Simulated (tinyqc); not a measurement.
# Implanted layer, carriers, mobility and sheet resistance: two studies

An n-type layer from the surface x = 0 to the junction xj, N(x) = N0 exp(-(x - Rp)^2/(2 sg^2)). Local neutrality (no depletion at surface or junction, no spilling of carriers), intrinsic carriers neglected, full ionisation of active dopants.

Inputs (values chosen for the exercise); values close to those of phosphorus in silicon over a p-type background: temperature T = 250 K; background doping of the opposite type Nb = 1.4e16 cm^-3; peak chemical concentration N0 = 2.5e19 cm^-3; mobility limit at high doping m1 = 69.9 cm^2/(V s); mobility limit at low doping, at 300 K m2 = 1360 cm^2/(V s); reference doping of the mobility law Nr = 9.32e16 cm^-3; exponent of the mobility law am = 0.686; temperature exponent of m2 bt = 2.2; solubility limit of active dopant Ns = 3.86e20 cm^-3; straggle after annealing sg = 140 nm; projected range Rp = 91 nm.

Constants: q = 1.602176634e-19 C. Results are converted to the units shown.

Each table varies one quantity; the others keep the values above.

## Effect of the peak chemical concentration

xj = Rp + sg sqrt(2 ln(N0/Nb)). Active dopant A = min(N, Ns); n = A - Nb; mobility mu = m1 + (m2 (T/300 K)^(-bt) - m1)/(1 + ((A + Nb)/Nr)^am). Dose = integral of N, carrier sheet density = integral of n, 1/Rs = q integral of n mu, mean mobility 1/(q Rs sheet density), Hall mobility (unit Hall factor) = integral of n mu^2 over integral of n mu, Hall sheet density = (integral of n mu)^2/integral of n mu^2; all from 0 to xj. Integrals on 4000 steps.

Results:

| N0 (cm^-3) | xj (nm) | dose (cm^-2) | carriers (cm^-2) | Rs (ohm/square) | mean mobility (cm^2/(V s)) | Rs xj (ohm nm) | Hall/true sheet density |
|---|---|---|---|---|---|---|---|
| 5.3e17 | 468.4 | 1.374e13 | 1.308e13 | 795.2 | 599.9 | 3.725e5 | 0.9548 |
| 1.5e18 | 519.1 | 3.901e13 | 3.828e13 | 421.6 | 386.7 | 2.189e5 | 0.9096 |
| 1.1e19 | 602.2 | 2.864e14 | 2.856e14 | 129.5 | 168.7 | 7.799e4 | 0.8528 |
| 2.9e19 | 638.1 | 7.552e14 | 7.543e14 | 67.09 | 123.3 | 4.281e4 | 0.8695 |
| 7.9e19 | 672.9 | 2.057e15 | 2.057e15 | 31.07 | 97.68 | 2.091e4 | 0.9097 |
| 2.2e20 | 706.4 | 5.730e15 | 5.729e15 | 12.98 | 83.97 | 9166 | 0.9511 |
| 5.9e20 | 737.1 | 1.537e16 | 1.218e16 | 6.519 | 78.57 | 4805 | 0.9733 |
| 1.6e21 | 766.7 | 4.167e16 | 1.520e16 | 5.276 | 77.84 | 4045 | 0.9797 |

Estimate the missing row, N0 = 3.9e18 cm^-3.

Computed row:

| N0 (cm^-3) | xj (nm) | dose (cm^-2) | carriers (cm^-2) | Rs (ohm/square) | mean mobility (cm^2/(V s)) | Rs xj (ohm nm) | Hall/true sheet density |
|---|---|---|---|---|---|---|---|
| 3.9e18 | 560.8 | 1.015e14 | 1.007e14 | 242.8 | 255.2 | 1.362e5 | 0.8705 |

With this row back in the table: As N0 goes from 5.3e17 to 1.6e21, xj rises from 468 to 767 nm, Rs falls from 795 to 5.28 ohm/square, the mean mobility falls from 600 to 77.8 cm^2/(V s) and the share of the dose that conducts goes from 95.2 through a maximum of 100 (at N0 = 2.2e20 among the rows listed) to 36.5 %. Rs goes as dose^(-0.61) at the low end and dose^(-0.21) at the high end; constant mobility and activation would give -1. Above N0 = Ns = 3.86e20 cm^-3 added dopant only widens the clipped top.

## Effect of the background doping of the opposite type

Same model as above.

Integrals on 4000 steps.

Effect of the background doping of the opposite type:

| Nb (cm^-3) | xj (nm) | dose (cm^-2) | carriers (cm^-2) | Rs (ohm/square) | mean mobility (cm^2/(V s)) | Rs xj (ohm nm) | Hall/true sheet density |
|---|---|---|---|---|---|---|---|
| 1e14 | 789.0 | 6.511e14 | 6.511e14 | 74.15 | 129.3 | 5.850e4 | 0.8386 |
| 4.4e14 | 746.1 | 6.511e14 | 6.511e14 | 74.16 | 129.3 | 5.533e4 | 0.8401 |
| 1.9e15 | 700.8 | 6.511e14 | 6.510e14 | 74.23 | 129.2 | 5.201e4 | 0.8446 |
| 8.4e15 | 650.9 | 6.511e14 | 6.505e14 | 74.44 | 128.9 | 4.846e4 | 0.8574 |
| 3.7e16 | 596.4 | 6.510e14 | 6.488e14 | 75.14 | 128.0 | 4.481e4 | 0.8853 |
| 1.6e17 | 536.0 | 6.505e14 | 6.419e14 | 77.16 | 126.0 | 4.136e4 | 0.9269 |
| 7.1e17 | 464.6 | 6.478e14 | 6.148e14 | 83.37 | 121.8 | 3.874e4 | 0.9685 |
| 3.1e18 | 377.1 | 6.331e14 | 5.162e14 | 105.9 | 114.2 | 3.993e4 | 0.9933 |

As Nb goes from 1e14 to 3.1e18, xj falls from 789 to 377 nm, Rs rises from 74.1 to 106 ohm/square, the mean mobility falls from 129 to 114 cm^2/(V s) and the share of the dose that conducts falls from 100 to 81.5 %.

Computed by the program tinyqc: `OMP_NUM_THREADS=1 python tinyqc.py 2110061 2110062 out.jsonl`, one thread of a shared Intel Xeon 2.30GHz, about 0.01 s for the whole run.
